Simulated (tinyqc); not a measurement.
# Elastic trap-assisted tunnelling through a dielectric: effects of single changes

Emitter at x = 0 (Fermi level 0), collector at x = t (Fermi level -V), band edge U(x) = phi - F x, F = V/t. A trap at x has the energy E = U(x) - Et. With G(u) = (4/(3 F)) sqrt(mo/C) max(u, 0)^1.5, C = hbar^2/(2 m0): S1 = G(phi - E) - G(Et), S2 = G(Et) - G(phi - V - E), T1,2 = exp(-S1,2). The steady rate through one trap is nu T1 T2 (f1 - f2)/(T1 + T2), f1 = f(E), f2 = f(E + V), f(y) = 1/(1 + exp(y/Vt)); both contacts offer states at E.

Values chosen for this exercise; dielectric values close to those of hafnium oxide: temperature T = 350 K; barrier above the emitter Fermi level phi = 1.53 eV; tunnelling mass mo = 0.2 m0; thickness t = 4.3 nm; trap depth below the band edge of the dielectric Et = 1.44 eV; trap density Nt = 2.3e17 cm^-3; attempt frequency nu = 1e13 1/s; voltage V = 1.26 V.

Constants: q = 1.602176634e-19 C, kB = 1.380649e-23 J/K, hbar = 1.054571817e-34 J s, m0 = 9.1093837015e-31 kg, Vt = kB T/q, hbar^2/(2 m0) = 0.0380998212 eV nm^2. Results are converted to the units shown.

Each table varies one quantity; the others keep the values above.

## Effect of the trap depth

J = q Nt times the integral of the rate over x. Direct S = (4/(3 F)) sqrt(mo/C) [phi^1.5 - max(phi - V, 0)^1.5].

The same in every row: direct S = 18.3.

Effect of the trap depth:
```
Et (eV),J (A/cm^2),x of the peak over t,larger S there
0.69,0.0127,0.659,13.6
0.81,0.0621,0.564,11.9
0.94,0.313,0.468,10.2
1.06,0.652,0.415,9.46
1.19,0.497,0.411,10.4
1.31,0.273,0.422,11.0
1.43,0.145,0.430,11.6
1.56,0.0751,0.438,12.1
1.68,0.0426,0.443,12.6
```

Read the table: what changes, and by how much?

J goes from 0.0127 through a maximum of 0.652 (at Et = 1.06 eV among the rows listed) to 0.0426 A/cm^2. Shallow traps near the emitter lie above its Fermi level and stay empty, while deep traps face higher barriers, so a middle depth conducts best.

## Effect of the thickness at fixed voltage

Same model as above.

Effect of the thickness at fixed voltage:
```
t (nm),J (A/cm^2),x of the peak over t,larger S there,direct S
2.5,16.1,0.423,6.83,10.6
3.4,1.50,0.428,9.22,14.4
4.4,0.105,0.431,11.9,18.7
5.3,0.00961,0.433,14.3,22.5
6.2,8.77e-4,0.435,16.6,26.3
7.1,8.02e-5,0.436,19.0,30.2
8.1,5.62e-6,0.436,21.7,34.4
9,5.15e-7,0.437,24.1,38.2
```

What does the table show?

J falls from 16.1 to 5.15e-7 A/cm^2, on average 1.15 decades a nanometre, against 1.84 for the direct exponent: trap-assisted leakage falls more slowly, so it gains on direct tunnelling as the layer thickens.

Range of the model: Phonon-assisted (inelastic) capture, chains of traps and a spread of trap depths are left out.

Computed by the program tinyqc: `OMP_NUM_THREADS=1 python tinyqc.py 2370104 2370105 out.jsonl`, one thread of a shared Intel Xeon 2.30GHz, about 0.03 s for the whole run.
